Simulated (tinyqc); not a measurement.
Linear model of a band gap against the share of exact exchange, step by step. Values are carried at full precision from step to step, so a last printed digit may differ when a step is redone from the rounded ones.

E(alpha) = E0 + S alpha. A wider gap screens less, modelled in the Penn form eps(alpha) = 1 + (e0 - 1)(EP/(EP + S alpha))^2 with a scale EP chosen for the exercise. A dielectric-dependent hybrid takes alpha = 1/eps.

Parameters, chosen for this exercise (of the order of those of InP; not measured data):
- E0 = 0.7 eV (gap of the semi-local functional)
- S = 5.58 eV (slope dE/d(alpha))
- e0 = 10.85 (optical dielectric constant at alpha = 0)
- EP = 10 eV (energy scale of the screening)
- Et = 1.41 eV (target gap)
- a_start = 0 (starting alpha)
- fv = 0.59 (share of the opening taken by the valence edge)
- Ed = 0.39 eV (defect level above the semi-local valence top)
- cd = 0 (shift of the level per unit opening, on the scale of the mean potential)

## Fixed shares

Gap, error against the target and eps for alpha = 0, 0.25 and 1/e0; and the alpha that meets the target, (Et - E0)/S.

Results:

| alpha | E (eV) | E - Et (eV) | eps |
|---|---|---|---|
| 0.0000 | 0.700 | -0.710 | 10.850 |
| 0.2500 | 2.095 | 0.685 | 8.586 |
| 0.0922 | 1.214 | -0.196 | 9.910 |

alpha for the target = 0.1272

A quarter of exact exchange overshoots the target by 0.68 eV: the material needs 0.127, and 1/e0 = 0.092 lies closer to it than 0.25 does.

## Self-consistent share

Iterate alpha -> 1/eps(alpha) seven times from a_start. The fixed point solves alpha eps(alpha) = 1; the contraction factor there is 2 (eps - 1) S/((EP + S alpha) eps^2).

Iterates:

| step | alpha | eps | E (eV) |
|---|---|---|---|
| 0 | 0.00000 | 10.8500 | 0.7000 |
| 1 | 0.09217 | 9.9100 | 1.2143 |
| 2 | 0.10091 | 9.8279 | 1.2631 |
| 3 | 0.10175 | 9.8200 | 1.2678 |
| 4 | 0.10183 | 9.8193 | 1.2682 |
| 5 | 0.10184 | 9.8192 | 1.2683 |
| 6 | 0.10184 | 9.8192 | 1.2683 |
| 7 | 0.10184 | 9.8192 | 1.2683 |

fixed point = 0.10184
contraction factor = 0.0966

The factor is positive, so the iterates approach from one side, the error shrinking to 0.10 of itself each step; the gap is within 0.01 eV of its limit from step 2. Self-consistency moves the gap by +0.054 eV against the one-shot choice 1/e0, since a wider gap screens less.

## Band edges and a deep level

The opening c = S alpha lowers the valence top by fv c and raises the conduction edge by (1 - fv) c, both against the mean potential; the level moves by cd c. Use the fixed point. Compare with stretching the level in proportion to the gap and with pinning it to either edge.

opening c = 0.568 eV

shifts of the valence and conduction edges (eV): -0.335  0.233

level above the valence top = 0.725 eV
level below the conduction edge = 0.543 eV

level above the valence top: stretched, tied to the valence edge, tied to the conduction edge (eV): 0.707  0.390  0.958

The three recipes err by -0.02, -0.34 and +0.23 eV against alignment through the mean potential. A localised level with cd = 0 stays put while the edges move away from it.

## Checks

- Fixed point by bisection against 60 substitutions: both 0.10184.

Computed by tinyqc, a small Python program: `OMP_NUM_THREADS=1 python tinyqc.py 1880822 1880823 out.jsonl` (the numbers bound the seed that draws the inputs); one thread of a shared host (Intel(R) Xeon(R) Processor @ 2.30GHz), about 0.01 s for the whole set of steps.
